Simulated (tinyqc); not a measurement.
Resistance of a source-drain extension with a graded tip: one step of the calculation.

y runs along the channel, the gate covers y > 0. The doping is N0 for y < y0 and N0 10^(-(y - y0)/la) beyond, uniform over the depth xj. Sheet conductance s(y) = q mu(N) max(N - Nch, 0) xj + (for y > 0) ma Cox Vo, with mu(N) = u0 + (u1 - u0)/(1 + (N/Nr)^au) and Cox = eps0 eox/tox. Current is taken as one-dimensional; depletion of the tip, spreading and the contact are left out. The metallurgical junction lies at yj, where N = Nch.

Question. Resistance of the overlapped part. Midpoint rule on 10 equal steps from 0 to yj: R_ov = sum h/s(y), per width.

Parameters, values chosen for the exercise; mobility law close to that of electrons in silicon:
- eox = 24.6 (relative permittivity of the gate insulator (close to zirconium oxide))
- tox = 4.5 nm (insulator thickness)
- N0 = 8.2e19 cm^-3 (active doping of the extension far from the gate)
- la = 4.1 nm/decade (lateral abruptness)
- y0 = 0.5 nm (position under the gate where the fall begins (gate edge at 0))
- xj = 18 nm (depth of the extension)
- Nch = 6.1e17 cm^-3 (channel doping)
- Vo = 0.62 V (gate overdrive)
- ma = 120 cm^2/(V s) (mobility of the gate-induced layer)
- u1 = 1414 cm^2/(V s) (mobility at low doping)
- u0 = 68.5 cm^2/(V s) (mobility at high doping)
- Nr = 9.2e16 cm^-3 (reference doping)
- au = 0.711 (exponent)

Constants: q = 1.602176634e-19 C, eps0 = 8.8541878128e-14 F/cm where lengths are in cm. Results are converted to the units shown.

Wanted: y; N; doped conductance; sheet resistance; R_ov.

Answer.

| point | y (nm) | N (cm^-3) | doped conductance (uS) | sheet resistance (ohm/square) |
|---|---|---|---|---|
| 0 | 0.46134 | 8.2000e19 | 1858.2 | 450.80 |
| 1 | 1.3840 | 4.9911e19 | 1189.0 | 645.51 |
| 2 | 2.3067 | 2.9727e19 | 757.92 | 894.42 |
| 3 | 3.2294 | 1.7706e19 | 491.68 | 1174.0 |
| 4 | 4.1521 | 1.0546e19 | 324.29 | 1461.1 |
| 5 | 5.0747 | 6.2810e18 | 216.10 | 1735.5 |
| 6 | 5.9974 | 3.7410e18 | 143.19 | 1986.8 |
| 7 | 6.9201 | 2.2281e18 | 90.970 | 2216.9 |
| 8 | 7.8428 | 1.3271e18 | 50.443 | 2435.7 |
| 9 | 8.7654 | 7.9041e17 | 16.033 | 2658.5 |

R_ov = 14.448 ohm um

Computed by the program tinyqc: `OMP_NUM_THREADS=1 python tinyqc.py 2282291 2282292 out.jsonl`, one thread of a shared Intel Xeon 2.30GHz, about 0.03 s for the whole run.
